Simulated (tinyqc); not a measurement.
Crystal pulling from the melt: segregation, interface stability, heat balance and point-defect regime: one step, computed by the program tinyqc. Command: `OMP_NUM_THREADS=1 python tinyqc.py 3017401 3017402 out.jsonl pull walk`. One thread of a shared host (Intel(R) Xeon(R) Processor @ 2.30GHz), about 0.01 s of CPU time with the checks.

A dilute solute; steady pulling with a flat interface unless it is found unstable.

Task: Concentration at the frozen fraction g. Axial profile: C_s = k_eff C0 (1 - g)^(k_eff - 1); bulk melt C_L = C_s/k_eff. Usable fraction: the g at which C_s has changed by 30 % from its first value (0.99 at most).

Inputs (values chosen for the exercise, modelled on aluminium in silicon): initial melt concentration C0 = 3.9e+17 1/cm^3; frozen fraction g = 0.59.

Loss from the melt surface: none.

k_eff = 0.009912814

Give: C_s; C_L; usable fraction.

Result:

C_s = 9.3463e+15 1/cm^3

C_L = 9.4285e+17 1/cm^3

usable fraction = 0.23279

C_s rises along the crystal.
